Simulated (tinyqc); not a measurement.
Inside a calculation. Model: Heisenberg spin cluster by exact diagonalisation: multiplets, susceptibility, level crossings. Computed by tinyqc, a small Python program that keeps every step. Command: `OMP_NUM_THREADS=1 python tinyqc.py 3024475 3024476 out.jsonl spincl walk`. One thread of a shared host (Intel(R) Xeon(R) Processor @ 2.30GHz), about 0.01 s of CPU time with the checks. Intermediate numbers are printed to about 6 digits and carried at full precision; extremes and crossings named in words are read from the listed rows.

H = J1 sum S_i.S_j over the bonds 1-2 - g mu_B B S_z; J > 0 is antiferromagnetic.

Inputs (values chosen for the exercise, for a model cluster): exchange J1 = 1.07 meV; g factor = 2.03; temperature T = 25 K; field B = 22 T.

Cluster: dimer. Spin s of each site: 1.

Constants: k_B = 8.617333262e-05 eV/K; mu_B = 5.7883818060e-05 eV/T.

## The block with S_z = 0

Basis: products of m values. S_i.S_j = m_i m_j on the diagonal and (1/2) sqrt[s(s+1) - m_i(m_i+1)] sqrt[s(s+1) - m_j(m_j-1)], s the spin of a site, between states that differ by one flip up and one down.

H at B = 0 (meV), rows +1 -1, 0 0, -1 +1:
```
[[-1.07, 1.07, 0.00],
 [1.07, 0.00, 1.07],
 [0.00, 1.07, -1.07]]
```

## Multiplets

Every multiplet has one member in the block S_z = 0; diagonalise it and read the total spin from <S^2> = S (S + 1).

Levels at B = 0:
```
E (meV)  total S  number of multiplets
-2.14          0                     1
-1.07          1                     1
1.07           2                     1
```

ground energy = -2.14 meV

gap to the next level = 1.07 meV

The ground state has S = 0; the next level has S = 1. The highest spin, S = 2, lies at 1.07 meV, s^2 times the sum of all J, s the spin of a site.

## Thermal averages at zero field

Z = sum k (2S + 1) exp(-E/(k_B T)) over the table, k the number of multiplets; <S^2> likewise with the factor S (S + 1); chi T = N_A g^2 mu_B^2 <S^2>/(3 k_B) = 0.125049 g^2 <S^2> cm^3 K/mol (cgs, per mole of clusters); C = (<E^2> - <E>^2)/(k_B T)^2; entropy = ln Z + <E>/(k_B T).

<S^2> = 2.63437

chi T = 1.35753 cm^3 K/mol

heat capacity = 0.318909 k_B

entropy = 2.02856 k_B

Free spins would give <S^2> = 4 and the entropy 2.197 k_B; chi T is 66 % of the free value.

## Magnetisation in the field

Each multiplet splits as E - g mu_B B m; <S_z> is the Boltzmann mean. The first level crossing is at the smallest (E_S - E_0)/(g mu_B (S - S_0)) over higher spins (0 if the ground state has the highest spin).

<S_z> = 1.01174

first crossing field = 9.10606 T

Linear response would give g mu_B B <S^2>/(3 k_B T) = 1.05. B is past the first crossing.

## Susceptibility against the Curie-Weiss form

High-temperature form: chi T = C0/(1 - theta/T), C0 = 0.125049 g^2 n s (s + 1), k_B theta = -(2/3) s (s + 1) (sum of J over bonds)/n, n = 2; a dash where T <= 1.05 theta.

theta = -8.27789 K

Against temperature:
```
T (K)  chi T (cm^3 K/mol)  Curie-Weiss  chi (cm^3/mol)  C (k_B)
1.2           9.91698e-05      0.26098     8.26415e-05  0.01030
2.5           2.11019e-02      0.47812     8.44075e-03  0.49498
4.3           1.49757e-01      0.70468     3.48273e-02  1.07260
7.4           4.25735e-01      0.97292     5.75318e-02  1.02802
12.0          7.82496e-01      1.21981     6.52080e-02  0.82486
20.0          1.19875e+00      1.45786     5.99374e-02  0.45671
31.0          1.48893e+00      1.62684     4.80302e-02  0.21760
50.0          1.70653e+00      1.76847     3.41306e-02  0.08674
99.0          1.88446e+00      1.90220     1.90349e-02  0.02193
200.0         1.97473e+00      1.97933     9.87366e-03  0.00528
```

The Curie-Weiss form is within 3 % in the last 2 rows. chi passes a maximum, at 12 K among these rows, the mark of a singlet ground state; among these rows C is largest at 4.3 K, and the gap is 12.4 K.

Checks made by the program: the trace of H and the count of states (relative difference below 1e-10).
